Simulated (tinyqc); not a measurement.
Comparisons within one model: Penn model of the dielectric constant and Phillips ionicity. A value that a table varies takes the place of the one given here.

n = 32/a^3; Ep^2 = 8 pi c e2 n with c = hbar^2/2m0, e2 = e^2/(4 pi eps0); EF = c (3 pi^2 n)^(2/3); eps = 1 + (Ep/Eg)^2 S with S = 1 - Eg/(4 EF) + (Eg/(4 EF))^2/3, Eg the Penn gap. Core d shells are left out.

Phillips: bond length d = sqrt(3) a/4; homopolar gap Eh = 39.74 d^(-2.48) eV (d in angstrom); Eg^2 = Eh^2 + C^2; ionicity fi = C^2/Eg^2.

Constants: hbar^2/2m0 = 3.80998211 eV angstrom^2; e^2/(4 pi eps0) = 14.39964547 eV angstrom.

Inputs chosen for the exercise (out of a larger set: near those of BN; not measured data): a = 3.603 angstrom (cubic lattice constant, 32 valence electrons a cell); C0 = 7.07 eV (ionic gap, held fixed); ei = 4.45 (high-frequency dielectric constant).

## Dielectric constant under pressure

The lattice constant is scaled by the factor listed; C = C0.

Results:

| factor | Eh (eV) | Eg (eV) | Ep (eV) | eps | fi |
|---|---|---|---|---|---|
| 0.94 | 15.375 | 16.923 | 33.701 | 4.465 | 0.175 |
| 0.96 | 14.593 | 16.215 | 32.653 | 4.544 | 0.190 |
| 0.98 | 13.866 | 15.564 | 31.659 | 4.616 | 0.206 |
| 0.99 | 13.521 | 15.258 | 31.181 | 4.649 | 0.215 |
| 1.00 | 13.188 | 14.964 | 30.714 | 4.681 | 0.223 |
| 1.01 | 12.867 | 14.681 | 30.259 | 4.711 | 0.232 |
| 1.02 | 12.556 | 14.410 | 29.815 | 4.739 | 0.241 |
| 1.04 | 11.966 | 13.898 | 28.959 | 4.791 | 0.259 |

d ln eps/d ln a = +0.66 around factor 1: eps falls under compression. Ep^2 goes as a^-3 and Eh^2 as a^-4.96; with C fixed Eg^2 goes as a^-3.85 at fi = 0.223, and leaving S aside the two powers balance at fi = 0.395. The slope is a difference of two powers and the model omits d shells and any change of C, so it is no prediction for a real crystal; eps from C0 (row 1.00) need not match a measured ei.

## What moves the Penn gap and the ionicity

Eg from ei; fi = 1 - (Eh/Eg)^2, printed even where negative. Each row changes one parameter from the base and keeps the others.

Results:

| case | Ep (eV) | Eg (eV) | Eh (eV) | fi |
|---|---|---|---|---|
| base | 30.714 | 15.424 | 13.188 | 0.269 |
| a = 3.675 angstrom | 29.816 | 14.963 | 12.556 | 0.296 |
| ei = 4 | 30.714 | 16.461 | 13.188 | 0.358 |

The largest shifts from the base row, up to three for each result and ties (the steps differ in size, so this ranks the rows, not the parameters). Ep (eV): a -0.898; unchanged at the printed digits by ei. Eg (eV): ei +1.037, a -0.461. Eh (eV): a -0.632; unchanged at the printed digits by ei. fi: ei +0.089, a +0.027. With the tabulated Phillips C of about 7.7 eV, fi would be 0.25; this model leaves out the d-shell factor.

Computed by tinyqc, a small Python program: `OMP_NUM_THREADS=1 python tinyqc.py 1681213 1681214 out.jsonl` (the numbers bound the seed that draws the inputs); one thread of a shared host (Intel(R) Xeon(R) Processor @ 2.30GHz), about 0.01 s for the whole set of steps.
